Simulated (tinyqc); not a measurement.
Thermionic emission over a Gaussian spread of barriers: two steps of the calculation.

Metal on an n-type semiconductor with one parabolic valley; V > 0 is forward bias (metal positive). Patches of barrier height b are spread as a Gaussian with mean phi - r2 V and variance sg^2 + r3 V; each carries A* T^2 exp(-b/Vt) [exp(V/Vt) - 1].

Inputs (values chosen for the exercise); band and dielectric values those of a made-up semiconductor:
```
symbol    value  unit                                                            meaning
T           300     K                                                        temperature
me       0.0663    m0                                                      electron mass
phi        0.86    eV                                 barrier height seen from the metal
sg        0.048    eV                          standard deviation of the barrier heights
r2       -0.054        shift of the mean barrier per volt, with its sign reversed (rho2)
r3      -0.0013     V                                     change of sg^2 per volt (rho3)
V          0.25     V                                                               bias
nb           11                                                  barrier heights sampled
```

Constants: q = 1.602176634e-19 C, kB = 1.380649e-23 J/K, h = 6.62607015e-34 J s, m0 = 9.1093837015e-31 kg, Vt = kB T/q. Results are converted to the units shown.

Problem 1. Apparent barrier, ideality and current. A* = 4 pi q me m0 kB^2/h^3 (times 1e-4 for A/(cm^2 K^2)). The mean of exp(-b/Vt) gives the apparent barrier phi_ap(V) = phi - r2 V - (sg^2 + r3 V)/(2 Vt), J = A* T^2 exp(-phi_ap/Vt) [exp(V/Vt) - 1], and 1/n = 1 + r2 + r3/(2 Vt).

Give: A*; phi_ap(0); phi_ap(V); n; J.

Solution 1.

A* = 7.9675 A/(cm^2 K^2)
phi_ap(0) = 0.81544 eV
phi_ap(V) = 0.83522 eV
n = 1.0859
J = 1.0573e-4 A/cm^2

Problem 2. The same mean by Simpson's rule. With mean mu and deviation s at this bias, take nb equally spaced b from mu - s^2/Vt - 3.5 s to mu + s, the Gaussian density g(b) and y = g exp(-(b - mu)/Vt); the integral I of y gives phi_ap = mu - Vt ln I.

Give: b; g; y; I; phi_ap.

Solution 2.

```
point,b (eV),g (1/eV),y (1/eV)
0,0.64125,1.0814e-5,0.086225
1,0.66892,2.2931e-4,0.62688
2,0.69660,0.0033022,3.0950
3,0.72427,0.032294,10.377
4,0.75194,0.21447,23.629
5,0.77962,0.96730,36.537
6,0.80729,2.9627,38.367
7,0.83496,6.1624,27.360
8,0.86264,8.7045,13.250
9,0.89031,8.3497,4.3575
10,0.91799,5.4393,0.97322
```

I = 4.3796
phi_ap = 0.83532 eV

tinyqc, about 0.01 s, one thread, Intel Xeon 2.30GHz (shared host): `OMP_NUM_THREADS=1 python tinyqc.py 2640133 2640134 out.jsonl`
